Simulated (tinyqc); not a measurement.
From one set of inputs to another, one input at a time: hopping conduction between localised states. Computed by tinyqc, a small Python program. Command: `OMP_NUM_THREADS=1 python tinyqc.py 3023747 3023748 out.jsonl hop ladder`. One thread of a shared host (Intel(R) Xeon(R) Processor @ 2.30GHz), about 0.01 s of CPU time with the checks.

Energies are counted from the Fermi level. A small network shows the mechanism; the laws of an infinite system follow.

The inputs printed are set A. Inputs not listed in the table keep their values of set A, so the rows need not describe a real material.

Inputs (values chosen for the exercise, for a model defective oxide):

| quantity | value | unit |
|---|---|---|
| localisation length xi | 5.2 | nm |
| density of states g_0 | 9.1e+12 | 1/(eV cm^2) |
| permittivity eps | 16 | - |
| activation energy E_a to extended states | 0.062 | eV |
| prefactor of activated conduction | 240 | microsiemens |
| prefactor of hopping | 0.23 | microsiemens |
| conductance scale G_0 | 1 | microsiemens |
| temperature T | 20 | K |

Dimension: 2D.

sites of the small network (nm, nm, meV):
```
       x      y  energy
1      0   9.63     0.7
2   7.64   2.05   14.27
3  15.02    3.8   -7.85
4  20.35    5.3  -10.73
5   27.5   4.74   10.63
6  33.82  10.03    6.25
7     42   8.14   -1.66
```

Constants: k_B = 8.617333262e-05 eV/K; e^2/(4 pi eps_0) = 14.39964548 eV angstrom.

Method:
- Miller-Abrahams exponent s_ij = 2 r_ij/xi + (|E_i| + |E_j| + |E_i - E_j|)/(2 k_B T); G_ij = G_0 exp(-s_ij). The diagonal is set to 0 and not used.
- Site 1 is held at potential 1 and site 7 at 0; Kirchhoff's law sum_j G_ij (u_i - u_j) = 0 fixes the others; G = sum_j G_1j (1 - u_j). G_ij = G_0 exp(-s_ij).
- Mott: T_M = 13.8/(k_B g_0 xi^2), exponent (T_M/T)^(1/3), mean hop r = (1/3) xi times the exponent. Efros-Shklovskii: T_ES = 6.5 e^2/(4 pi eps eps_0 k_B xi), exponent (T_ES/T)^(1/2). Coulomb gap width g_0 (e^2/(4 pi eps eps_0))^2. The numerical coefficients come from percolation theory and are given.
- sigma = s_1 exp(-E_a/k_B T) + s_2 exp(-larger of the two exponents); reduced activation energy w = d ln(sigma)/d ln(T) by a central difference of +/- 1 %.

Each row keeps all changes above it:

| input moved | from | to | mean hop by the Mott formula (nm) | conductance G (microsiemens) | hopping part (microsiemens) |
|---|---|---|---|---|---|
| set A | - | - | 25.69 | 1.624e-06 | 8.434e-08 |
| activation energy E_a to extended states (eV) | 0.062 | 0.55 | 25.69 | 1.624e-06 | 8.434e-08 |
| temperature T (K) | 20 | 360 | 9.80 | 5.270e-03 | 8.055e-04 |
| prefactor of hopping (microsiemens) | 0.23 | 7.1 | 9.80 | 5.270e-03 | 2.487e-02 |
| density of states g_0 (1/(eV cm^2)) | 9.1e+12 | 2.7e+13 | 6.82 | 5.270e-03 | 1.388e-01 |
| permittivity eps | 16 | 7.2 | 6.82 | 5.270e-03 | 1.388e-01 |
| localisation length xi (nm) | 5.2 | 1.1 | 4.06 | 1.954e-09 | 1.091e-04 |

Where does the difference come from?

Mean hop by the Mott formula goes from 25.7 to 4.06, a factor 0.158 in all. The largest single move comes from temperature T (a factor 0.382). Conductance G goes from 1.62e-6 to 1.95e-9, a factor 0.00120 in all. The largest single move comes from localisation length xi (a factor 3.71e-7), and temperature T works against it (a factor 3250). Hopping part goes from 8.43e-8 to 1.09e-4, a factor 1290 in all. The largest single move comes from temperature T (a factor 9550), and localisation length xi works against it (a factor 7.86e-4). The single moves hold for this order of the switches; the total does not depend on the order.

Extremes, crossings and ranges named in words are read from the listed rows.
